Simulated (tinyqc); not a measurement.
## Series resistance and length offset from two lengths at two overdrives

Question. In strong inversion R W = Rsd + k(x)(L - dL), k(x) = (1 + th1 x)/(mu0 Cox x), x the overdrive, Cox = eps0 eox/tox, with Rsd and dL independent of x. Find dL, Rsd, mu0 and th1.

Parameters, values chosen for the exercise: relative permittivity of the gate insulator (close to zirconium oxide) eox = 25.6; insulator thickness tox = 16 nm.

Constants: eps0 = 8.8541878128e-14 F/cm where lengths are in cm. Results are converted to the units shown.

total resistance times width (ohm um):
```
	L = 0.065 um	L = 0.69 um
overdrive 0.47 V	586.642906	6549.41303
overdrive 1.01 V	336.301456	3346.93183
```

Solution. At each overdrive R W is a straight line in L; the two lines cross at L = dL, R W = Rsd. Their slopes give k x = (1 + th1 x)/(mu0 Cox), a straight line in x.

dL = 0.0120 um
Rsd = 81.0 ohm um
mu0 = 170 cm^2/(V s)
th1 = 0.170 1/V

Computed by the program tinyqc: `OMP_NUM_THREADS=1 python tinyqc.py 2210094 2210095 out.jsonl`, one thread of a shared Intel Xeon 2.30GHz, about 0.01 s for the whole run.
